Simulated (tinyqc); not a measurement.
Empty-lattice bands from Gamma to X: Brillouin zone and empty-lattice bands of the fcc structure.

Primitive vectors a (0,1/2,1/2), a (1/2,0,1/2), a (1/2,1/2,0); one atom. Reciprocal vectors obey a_i.b_j = 2 pi delta_ij; k is given in units of 2 pi/a. Empty-lattice levels are c0 (2 pi/a)^2 |k + G|^2, c0 = hbar^2/2m0. Points: X = (1, 0, 0), L = (0.5, 0.5, 0.5), K = (0.75, 0.75, 0), W = (1, 0.5, 0), U = (1, 0.25, 0.25).

Constants: hbar^2/2m0 = 3.80998211 eV angstrom^2.

Parameters, chosen for this exercise (out of a larger set: lattice near that of Al; not measured data): a = 4.033 angstrom (lattice constant).

k = f x X; the eight lowest levels, degenerate ones repeated.

Levels (eV):
```
f         1      2      3      4      5      6      7      8
0.000  0.00  27.74  27.74  27.74  27.74  27.74  27.74  27.74
0.167  0.26  24.92  24.92  24.92  24.92  31.08  31.08  31.08
0.333  1.03  22.61  22.61  22.61  22.61  25.69  34.94  34.94
0.500  2.31  20.81  20.81  20.81  20.81  20.81  39.30  39.30
0.667  4.11  16.44  19.52  19.52  19.52  19.52  41.10  41.10
0.833  6.42  12.59  18.75  18.75  18.75  18.75  43.41  43.41
1.000  9.25   9.25  18.50  18.50  18.50  18.50  46.24  46.24
```

What does the comparison show?

Band 1 is the parabola f^2 x 9.25 eV. The next levels start from the first shell of G at 27.74 eV; a branch falls at first if its G has a component against k, and branches cross. The second level ends at 9.25 eV and meets band 1 at the zone surface.

Program tinyqc; command `OMP_NUM_THREADS=1 python tinyqc.py 1880578 1880579 out.jsonl`; about 0.01 s on one thread of a shared Intel(R) Xeon(R) Processor @ 2.30GHz.
